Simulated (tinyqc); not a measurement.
# Worked calculation: implanted layer, carriers, mobility and sheet resistance

Program tinyqc, `OMP_NUM_THREADS=1 python tinyqc.py 2110023 2110024 out.jsonl`; Intel Xeon 2.30GHz, shared host, one thread, about 0.01 s. Printed values are rounded.

An n-type layer from the surface x = 0 to the junction xj, N(x) = N0 exp(-(x - Rp)^2/(2 sg^2)). Local neutrality (no depletion at surface or junction, no spilling of carriers), intrinsic carriers neglected, full ionisation of active dopants.

Values chosen for this exercise; values close to those of silicon in GaAs over a p-type background:
```
symbol    value        unit                                 meaning
T           400           K                             temperature
Nb       8.6e14       cm^-3  background doping of the opposite type
N0         2e18       cm^-3             peak chemical concentration
m1          490  cm^2/(V s)           mobility limit at high doping
m2         8600  cm^2/(V s)  mobility limit at low doping, at 300 K
Nr      5.84e16       cm^-3    reference doping of the mobility law
am        0.391                        exponent of the mobility law
bt          2.5                          temperature exponent of m2
Ns      6.11e18       cm^-3       solubility limit of active dopant
sg           12          nm                straggle after annealing
Rp           21          nm                         projected range
```

Constants: q = 1.602176634e-19 C. Results are converted to the units shown.

Range of the model: The layer is thin and light enough that depletion at the surface and the junction, left out here, would remove a good share of its carriers.

## Junction depth and local values

xj = Rp + sg sqrt(2 ln(N0/Nb)); 11 equal steps from 0 to xj. Active dopant A = min(N, Ns); n = A - Nb; mobility mu = m1 + (m2 (T/300 K)^(-bt) - m1)/(1 + ((A + Nb)/Nr)^am).

xj = 68.24931 nm

| point | x (nm) | N (cm^-3) | A (cm^-3) | n (1e18 cm^-3) | mu (cm^2/(V s)) |
|---|---|---|---|---|---|
| 0 | 0.00000 | 4.325303e17 | 4.325303e17 | 0.431670 | 1649.854 |
| 1 | 6.20448 | 9.352441e17 | 9.352441e17 | 0.934384 | 1424.467 |
| 2 | 12.40896 | 1.547865e18 | 1.547865e18 | 1.547005 | 1293.768 |
| 3 | 18.61345 | 1.960836e18 | 1.960836e18 | 1.959976 | 1237.141 |
| 4 | 24.81793 | 1.901293e18 | 1.901293e18 | 1.900433 | 1244.353 |
| 5 | 31.02241 | 1.411096e18 | 1.411096e18 | 1.410236 | 1316.743 |
| 6 | 37.22689 | 8.016117e17 | 8.016117e17 | 0.800752 | 1467.153 |
| 7 | 43.43138 | 3.485550e17 | 3.485550e17 | 0.347695 | 1717.934 |
| 8 | 49.63586 | 1.160054e17 | 1.160054e17 | 0.115145 | 2090.370 |
| 9 | 55.84034 | 2.955189e16 | 2.955189e16 | 0.028692 | 2574.376 |
| 10 | 62.04482 | 5.762248e15 | 5.762248e15 | 0.004902 | 3082.577 |
| 11 | 68.24931 | 8.6e14 | 8.6e14 | 0.000000 | 3444.758 |

The mobility runs from 1240 to 3440 cm^2/(V s).

## Sheet quantities by the trapezoid rule

Dose = integral of N, carrier sheet density = integral of n, 1/Rs = q integral of n mu, mean mobility 1/(q Rs sheet density), Hall mobility (unit Hall factor) = integral of n mu^2 over integral of n mu, Hall sheet density = (integral of n mu)^2/integral of n mu^2; all from 0 to xj.

dose = 5.7544e12 cm^-2
carrier sheet density = 5.7485e12 cm^-2
Rs = 808.86 ohm/square
mean mobility = 1342.3 cm^2/(V s)
Hall mobility = 1362.9 cm^2/(V s)
Hall sheet density = 5.6618e12 cm^-2

Carriers make up 99.9 % of the dose. A Hall measurement weights the mobile tail, so its sheet density is 1.5 % below the true one. With 4000 steps Rs = 806.0 ohm/square; the coarse value is 0.36 % above it.
